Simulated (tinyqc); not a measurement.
Approximations against the iterative solution: electron mobility of a polar semiconductor by Rode's iterative solution of the Boltzmann equation. Computed by tinyqc, a small Python program. Command: `OMP_NUM_THREADS=1 python tinyqc.py 3013502 3013503 out.jsonl rode walk`. One thread of a shared host (Intel(R) Xeon(R) Processor @ 2.30GHz), about 0.01 s of CPU time with the checks.

The distribution is f(E) + e F l(E) (-df/dE) cos(theta) for a weak field F, theta counted from the force; l(E) is a mean free path. Elastic processes enter by their momentum rate, polar optical phonons by out- and in-scattering terms. One valley only: where upper valleys lie close, measured mobilities are lower. The density n is prescribed, even where a narrow-gap material would have more intrinsic carriers.

Inputs (values chosen for the exercise, modelled on InSb): effective mass m = 0.0137 m_0; non-parabolicity alpha = 5.2 1/eV; static permittivity eps_s = 16.8; high-frequency permittivity eps_inf = 15.7; density rho = 5780 kg/m^3; sound velocity v_l = 3800 m/s; acoustic deformation potential D_A = 9.2 eV; optical phonon energy hbar w = 24.6 meV; piezoelectric coupling K = 0.025; electron density n = 2.1e+16 1/cm^3; compensation ratio C = 0.14; temperature T = 150 K; grid points per phonon energy s = 8; iteration cap = 200.

Band: Kane. Elastic processes: acoustic, piezoelectric, impurity.

Constants: k_B = 8.617333262e-05 eV/K; m_0 = 9.1093837015e-31 kg; e = 1.602176634e-19 C; hbar = 1.054571817e-34 J s; eps_0 = 8.8541878128e-12 F/m; k_B = 1.380649e-23 J/K; hbar = 6.582119569e-16 eV s.

Method:
- Kane band: hbar^2 k^2/(2 m) = E (1 + alpha E), speed v = hbar k/(m (1 + 2 alpha E)), states per spin, volume and energy g(E) = m k (1 + 2 alpha E)/(2 pi^2 hbar^2); overlap factors are set to 1. Masses are multiplied by m_0 and all formulas are in SI units.
- The reduced Fermi level eta = E_F/(k_B T) solves n = 2 Z int g f dE with f = 1/(1 + exp(x - eta)) (Z = 1 unless valleys are given); screening length L_s = sqrt(eps_s eps_0 k_B T/(e^2 dn/deta)), dn/deta = 2 Z int g f (1 - f) dE.
- Integrals over x = E/(k_B T) use 160 Gauss-Legendre points in u = sqrt(x) from 0 to sqrt(max(eta, 0) + 32).
- N_I = n (1 + C)/(1 - C).
- Phonon occupation N_q = 1/(exp(hbar w/(k_B T)) - 1).
- Acoustic deformation potential (elastic, equipartition, absorption and emission together): 1/tau = 2 pi k_B T D_A^2 g(E)/(hbar rho v_l^2).
- Piezoelectric (elastic, unscreened, momentum relaxation): 1/tau = e^2 K^2 k_B T m (1 + 2 alpha E)/(2 pi eps_s eps_0 hbar^3 k), with alpha = 0 for a parabolic band.
- Singly charged impurities, momentum relaxation: 1/tau = N_I e^4 m (1 + 2 alpha E) Phi/(8 pi (eps_s eps_0)^2 hbar^3 k^3), with alpha = 0 for a parabolic band.
- Brooks-Herring: Phi = ln(1 + b) - b/(1 + b), b = 4 k^2 L_s^2.
- Polar optical, unscreened: W = e^2 w (1/eps_inf - 1/eps_s) m (1 + 2 alpha E') ln|(k + k')/(k - k')| / (4 pi eps_0 hbar^2 k), times N_q for absorption (E' = E + hbar w) and N_q + 1 for emission (E' = E - hbar w > 0), with alpha = 0 for a parabolic band; mean cosine of the angle <cos> = (k^2 + k'^2)/(2 k k') - 1/ln|(k + k')/(k - k')|.
- Energy grid E_j = (j + 1/2) hbar w/s, j = 0, 1, ..., up to (max(eta, 0) + 18) k_B T, so that E_j +/- hbar w are grid points; l = 0 beyond the grid; integrals are sums times the spacing.
- With f' = f(E'): out-scattering S_o = sum over absorption and emission of W (1 - f')/(1 - f); nu = sum of elastic rates; the in-scattering weights are c+ = W_abs <cos> (1 - f')/(1 - f) for E' = E + hbar w and c- likewise for emission.
- Iteration: l_new(E) = [v(E) + c+ l(E + hbar w) + c- l(E - hbar w)]/(nu + S_o), from l = 0.
- mu = e sum g v l f (1 - f) / (3 k_B T sum g f) over the grid; stop when mu changes by less than 1e-8 of itself.
- Self-energy RTA: l = v/(nu + S_o), the first iteration. Momentum RTA: l = v/(nu + S_o - c+ v(E + hbar w)/v - c- v(E - hbar w)/v), listed only where the denominator is positive on the whole grid. The polar-only value solves the same system with nu = 0; the elastic value takes l = v/nu.

reduced Fermi level eta = 0.501658

ionised impurity density N_I = 2.78372e+16 1/cm^3

screening length L_s = 27.5764 nm

mobility mu = 78973.5 cm^2/(V s)

Mobilities:
```
method                              mu (cm^2/(V s))  deviation (%)
iterative solution                       7.8973e+04           0.00
self-energy RTA                          6.3998e+04         -18.96
momentum RTA                             7.9741e+04           0.97
polar phonons alone, exact               3.7731e+05         377.76
elastic processes alone                  1.2384e+05          56.81
Matthiessen's rule on the last two       9.3238e+04          18.06
```

self-energy RTA mobility = 63998 cm^2/(V s)

polar-phonon mobility = 3.7731e+05 cm^2/(V s)

elastic mobility = 1.2384e+05 cm^2/(V s)

error of the self-energy RTA = -18.963 %

The self-energy RTA is 19.0 % low: it counts every polar event as a full loss of current. Here hbar w/k_B T = 1.90. Matthiessen's rule is 18.1 % high. The momentum RTA deviates by +1.0 %. Caution: the gas is degenerate, and screening of the polar coupling, left out here, would raise the mobility.
